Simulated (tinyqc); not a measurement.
What each parameter does: three-band (Emery) model of a CuO2 plane downfolded to one band.

Electron picture, d at 0 and the oxygen p orbitals at -D; sx = sin(kx a/2), sy = sin(ky a/2). H = [[0, 2 tpd sx, -2 tpd sy], [., -D, -4 tpp sx sy], [., ., -D]], real and symmetric. The top (antibonding) band crosses the Fermi level.

Values chosen for the exercise (out of a larger set: of the size used for cuprate planes; not measured data): D = 2 eV (ed - ep); tpd = 1.4 eV (d-p hopping); tpp = 0.68 eV (p-p hopping).

Top band at (1,1), (1,0) and (1/2,1/2) in pi/a, and its d weight at (1/2,1/2).

One parameter was then changed.

Results before and after:

| case | E(1,1) (eV) | E(1,0) (eV) | E(1/2,1/2) (eV) | d weight |
|---|---|---|---|---|
| base | 4.3361 | 1.9732 | 2.4982 | 0.5568 |
| changed | 4.4867 | 1.9732 | 2.5593 | 0.5448 |

Which of these changes was made? (a) tpp = 0.748 eV; (b) tpd = 1.26 eV; (c) D = 1.8 eV.
Answer: (a) tpp = 0.748 eV. Of the candidates, run in turn, only this one gives the changed row.

All candidates:

| case | E(1,1) (eV) | E(1,0) (eV) | E(1/2,1/2) (eV) | d weight |
|---|---|---|---|---|
| base | 4.3361 | 1.9732 | 2.4982 | 0.5568 |
| D = 1.8 eV | 4.4464 | 2.0411 | 2.5886 | 0.5392 |
| tpd = 1.26 eV | 3.9420 | 1.7112 | 2.2202 | 0.5630 |
| tpp = 0.748 eV | 4.4867 | 1.9732 | 2.5593 | 0.5448 |

At (1,0) sy = 0, so tpp does not enter.

tinyqc: `OMP_NUM_THREADS=1 python tinyqc.py 1480409 1480410 out.jsonl`; about 0.03 s, one thread, shared Intel(R) Xeon(R) Processor @ 2.30GHz.
